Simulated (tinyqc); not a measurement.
# Magnetoresistance against angle

Conductance G = G0 (1 + P1 P2 cos(phi)) at low bias, phi the angle between the magnetisations, normalised to Rp = RA/area at phi = 0.

Values chosen for this exercise:
- Dm = 56 nm (diameter)
- P1 = 0.7 (spin polarisation of the reference layer)
- P2 = 0.65 (spin polarisation of the free layer)
- RA = 10.2 ohm um^2 (resistance-area product, parallel state)

Result of one run:
```
phi (degree),R (kohm),R/Rp - 1 (%),share of the full TMR (%)
20,4.2209,1.9222,1.1512
```

What becomes of these results when the angle phi is changed from 20 to 70 degree, all else the same?

Result of the changed run:
```
phi (degree),R (kohm),R/Rp - 1 (%),share of the full TMR (%)
70,5.2141,25.907,15.515
```

The whole series:
```
phi (degree),R (kohm),R/Rp - 1 (%),share of the full TMR (%)
0,4.1413,0,0
20,4.2209,1.9222,1.1512
45,4.5588,10.083,6.0385
70,5.2141,25.907,15.515
90,6.0256,45.500,27.250
110,7.1361,72.316,43.310
135,8.8838,114.52,68.585
160,10.526,154.18,92.336
180,11.056,166.97,100.00
```

R rises from 4.14 to 11.1 kohm, TMR0 = 167 %. It is the conductance that follows cos(phi), so at 90 degrees R has covered only (1 - P1 P2)/2 = 27.3 % of its range.

Numbers from tinyqc (`OMP_NUM_THREADS=1 python tinyqc.py 2450002 2450003 out.jsonl`; about 0.01 s on one thread of a shared Intel Xeon 2.30GHz).
